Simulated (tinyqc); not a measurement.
Where in the gap a trap does harm: carrier lifetime from Shockley-Read-Hall, radiative, Auger and surface recombination. Computed by tinyqc, a small Python program. Command: `OMP_NUM_THREADS=1 python tinyqc.py 3006302 3006303 out.jsonl lifetime walk`. One thread of a shared host (Intel(R) Xeon(R) Processor @ 2.30GHz), about 0.02 s of CPU time with the checks.

Energies are counted from the top of the valence band. Boltzmann statistics, full ionisation, and equal excess densities of electrons and holes.

Inputs (values chosen for the exercise, for a model semiconductor):
```
quantity                          value   unit
gap E_g                            1.61     eV
electron mass m_e                0.0654    m_0
valleys M_c                           1      -
hole mass m_h                     0.642    m_0
temperature T                       300      K
doping N                        2.7e+14  cm^-3
trap level E_t                    0.147     eV
trap density N_t                1.6e+13  cm^-3
electron cross-section sigma_n  6.4e-14   cm^2
hole cross-section sigma_p      3.6e-17   cm^2
```

Doping: p-type. Surface term: two equal surfaces.

Constants: m_0 = 9.1093837015e-31 kg; k_B = 1.380649e-23 J/K; h = 6.62607015e-34 J s; k_B = 8.617333262e-05 eV/K.

Method:
- N_c = 2 M_c (2 pi m_e k_B T/h^2)^(3/2) and N_v = 2 (2 pi m_h k_B T/h^2)^(3/2), masses in units of m_0.
- n_i = sqrt(N_c N_v) exp(-E_g/2 k_B T); majority density N/2 + sqrt(N^2/4 + n_i^2), minority density n_i^2 over it.
- v = sqrt(3 k_B T/m) with m_e or m_h; tau_n0 = 1/(sigma_n v_n N_t), tau_p0 = 1/(sigma_p v_p N_t); n1 = N_c exp(-(E_g - E_t)/k_B T), p1 = N_v exp(-E_t/k_B T).
- Low injection: tau = [tau_p0 (n_0 + n1) + tau_n0 (p_0 + p1)]/(n_0 + p_0). Depleted region (n = p = 0): generation lifetime tau_g = (tau_p0 n1 + tau_n0 p1)/n_i. n1 = N_c exp(-(E_g - E_t)/k_B T), p1 = N_v exp(-E_t/k_B T).

tau_p0 = 1.19104e-04 s

n_0 = 1.80152e-05 cm^-3

N_c = 4.19700e+17 cm^-3

tau_n0 = 2.13831e-08 s

p_0 = 2.70e+14 cm^-3

N_v = 1.29085e+19 cm^-3

n_i = 69743.2 cm^-3

The same trap at other energies:
```
E_t (eV)  SRH lifetime (s)  generation lifetime (s)
0.097           2.4013e-05               9.2878e+04
0.242           1.0932e-07               3.4043e+02
0.402           2.1564e-08               6.9846e-01
0.564           2.1383e-08               1.3264e-03
0.724           2.1383e-08               3.6572e-06
0.805           2.1383e-08               2.1595e-05
0.886           2.1383e-08               4.9284e-04
1.047           2.1448e-08               2.4968e-01
1.208           5.4057e-08               1.2649e+02
1.368           1.5946e-05               6.1651e+04
1.513           4.3449e-03               1.6820e+07
```

What does the comparison show, and why?

The SRH lifetime (other channels left aside) stays within 10 % of its least value, among these rows, from E_t = 0.402 to 1.047 eV. The generation lifetime has a sharp minimum, among these rows at 0.724 eV and exactly at 0.738 eV, where tau_p0 n1 = tau_n0 p1, since generation needs two thermal jumps and the larger one rules.

Extremes, crossings and ranges named in words are read from the listed rows.
